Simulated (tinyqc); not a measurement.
## Doping from the body effect

Inverse problem. The threshold of a long MOSFET, counted against the source, shifts by gamma (sqrt(2 phiF + Vsb) - sqrt(2 phiF)) with gamma = sqrt(2 eps0 eps_r q N)/Cox. Find 2 phiF, gamma and N from two shifts.

Values chosen for this exercise:
```
symbol,value,unit,meaning
eps_r,11.6,,relative permittivity
```

Constants: q = 1.602176634e-19 C, eps0 = 8.8541878128e-14 F/cm where lengths are in cm. Results are converted to the units shown.

|VT - VT(0)| at source-body biases 0.7 and 3.4 V (V): 0.19380227  0.69087216
Cox = 0.75068114 uF/cm^2

Answer. The ratio of the shifts depends on 2 phiF alone and rises steadily with it, so it fixes 2 phiF; either shift then gives gamma, and gamma gives N.

2 phiF = 0.913 V
gamma = 0.616 V^0.5
N = 6.50e17 cm^-3

Program tinyqc, `OMP_NUM_THREADS=1 python tinyqc.py 2060148 2060149 out.jsonl`; Intel Xeon 2.30GHz, shared host, one thread, about 0.06 s.
